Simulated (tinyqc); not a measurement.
Tight binding, honeycomb lattice, step by step. One step of it, computed by the program tinyqc.

Question. Levels at k. Diagonalise the Hermitian matrix.

H(k) at k (eV):
```
                    A                   B
A            1.930000  0.635187+3.178902i
B  0.635187-3.178902i           -1.930000
```

Give: eigenvalues; weights |c|^2 of the basis functions.

Answer.

eigenvalues (eV): -3.773  3.773

weights |c|^2 of the basis functions:
```
   band 1  band 2
A   0.244   0.756
B   0.756   0.244
```
